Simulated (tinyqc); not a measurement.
Starting guesses with plain Roothaan steps: SCF starting guesses in the sto-3g basis, for BeH, spin multiplicity 2. Computed by the program tinyqc with PySCF. UHF with one setting changed at a time; a run stops when the energy changes by less than 1e-09 hartree and the error matrix is below 1e-5. Starts: the lowest orbitals of the core Hamiltonian, of the Wolfsberg-Helmholz matrix (K = 1.75), projected atomic densities, random orbitals, and the highest orbitals of the core Hamiltonian (a deliberately bad start).

Geometry (angstrom):
```
atom       x       y       z
Be    0.0000  0.0000  0.0000
H     0.0000  0.0000  1.5150
```

lowest solution found by these runs and by PySCF with stability checks = -14.921094 hartree

Largest element of the error matrix X^T (FDS - SDF) X:
```
iteration     core  Wolfsberg-Helmholz  atomic densities   random  highest core orbitals
1          1.9e-01             6.8e-02           1.7e-01  1.1e+00                7.5e-02
2          3.8e-02             3.1e-02           6.2e-02  1.3e-01                1.8e-01
3          1.6e-02             2.2e-02           3.0e-02  5.0e-02                1.7e-01
4          1.5e-02             1.7e-02           1.6e-02  3.8e-02                3.3e-02
5          1.3e-02             1.4e-02           1.0e-02  3.7e-02                1.5e-02
6          1.2e-02             1.2e-02           7.8e-03  3.3e-02                1.2e-02
8          8.7e-03             9.0e-03           4.3e-03  2.2e-02                8.2e-03
10         6.1e-03             6.4e-03           2.4e-03  1.3e-02                5.7e-03
14         2.8e-03             2.9e-03           7.7e-04  4.3e-03                2.6e-03
20         7.7e-04             8.1e-04           1.4e-04  9.5e-04                7.0e-04
30         8.4e-05             8.9e-05           8.4e-06  7.1e-05                7.7e-05
```

How each run ends:
```
run                    iterations  E (hartree)         state
core                           40   -14.808761        higher
Wolfsberg-Helmholz             41   -14.808761        higher
atomic densities               30   -14.921094  lowest found
random                         39   -14.921094  lowest found
highest core orbitals          40   -14.808761        higher
```

What does the comparison show, and why?

2 of 5 runs reach the lowest solution found, in 30 to 39 iterations (fastest: atomic densities). Ending on a higher stationary point: core, Wolfsberg-Helmholz, highest core orbitals; a small error matrix cannot reveal that, and an occupation fixed by the start is kept by symmetry or by the shape of the basin. The first errors are 2e-01, 7e-02, 2e-01, 1e+00, 7e-02.
